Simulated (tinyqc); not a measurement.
Read current of a NAND string, cells in series solved by shooting: one step of the calculation.

Cells in series, numbered from 0 at the source line (0 V) to the bit line, each followed by a gap resistance Rg. A cell with gate Vg, threshold VT, source Vs and drain Vd passes I = 2 nf K Vt^2 [F(Vs) - F(Vd)]/(1 + th max(Vg - VT, 0)), F(V) = ln^2(1 + exp((Vg - VT - nf V)/(2 nf Vt))). The selected cell has Vg = Vr, the others Vg = Vp.

Task. Node voltages for a trial current. For a trial current I start at 0 V and, cell by cell (the selected one is cell 2), solve for the drain: sqrt(F(Vd)) = sqrt(F(Vs) - I/k), k = 2 nf K Vt^2/(1 + th max(Vg - VT, 0)), Vd = [Vg - VT - 2 nf Vt ln(exp(sqrt F) - 1)]/nf, then add I Rg.

Inputs (values chosen for the exercise); values of the order met in vertical NAND strings: temperature T = 300 K; gain factor of a cell K = 23 uA/V^2; slope factor nf = 2.3; mobility reduction factor th = 0.19 1/V; resistance of the gap between cells Rg = 1.8 kohm; bit-line voltage Vbl = 0.4 V; pass voltage Vp = 7.5 V; read voltage on the selected word line Vr = 2.2 V.

Constants: q = 1.602176634e-19 C, kB = 1.380649e-23 J/K, Vt = kB T/q. Results are converted to the units shown.

first trial current = 1.4 uA
thresholds from the source end, cell 0 to 4 (V): 4.4  4.4  1.3  4.4  4.4

Find: node voltage after each cell and gap, trial 1.

Result.

node voltage after each cell and gap, trial 1, cell 0 to 4 (V): 0.034090  0.069020  0.19000  0.22943  0.27020

tinyqc, about 0.8 s, one thread, Intel Xeon 2.30GHz (shared host): `OMP_NUM_THREADS=1 python tinyqc.py 2142072 2142073 out.jsonl`
